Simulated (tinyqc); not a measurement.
Scattering of inversion-layer electrons by surface optical phonons of the gate insulator (remote phonon scattering): one step, computed by the program tinyqc. Command: `OMP_NUM_THREADS=1 python tinyqc.py 3112226 3112227 out.jsonl sophonon walk`. One thread of a shared host (Intel(R) Xeon(R) Processor @ 2.30GHz), about 0.02 s of CPU time with the checks.

One subband with the Fang-Howard envelope; insulator and channel are half-spaces, the gate is far away, and an interlayer only moves the polar surface away by t (its own modes and its permittivity contrast are left out).

Problem. Surface modes and strengths. eps(w) = eps_inf + (eps_0s - eps_i) w1^2/(w1^2 - w^2) + (eps_i - eps_inf) w2^2/(w2^2 - w^2). Surface modes solve eps(w) + eps_s = 0, a quadratic in w^2; the strength of a mode is g = 2/(w d eps/dw). Occupation N = 1/(exp(hbar w/(k_B T)) - 1).

Inputs (values chosen for the exercise, modelled on Al2O3 on silicon):
```
quantity                                 value  unit
static constant of the insulator eps_0s   12.6     -
intermediate constant eps_i               7.34     -
optical constant eps_inf                  3.15     -
hbar omega_TO1                            48.8   meV
hbar omega_TO2                            70.1   meV
constant of the channel eps_s             11.7     -
temperature T                              200     K
```

Constants: k_B = 8.617333262e-05 eV/K.

Give: hbar omega_SO; strengths g; occupations N; hbar omega g (2 N + 1).

Solution.

hbar omega_SO (meV): 1 53.691, 2 81.503

strengths g: 1 0.006326, 2 0.019861

occupations N: 1 0.046424, 2 0.008914

hbar omega g (2 N + 1) (meV): 1 0.3712, 2 1.6476

The lower mode has the larger hbar omega g N, the prefactor of absorption before the dependence on q: 0.0158 and 0.0144 meV.
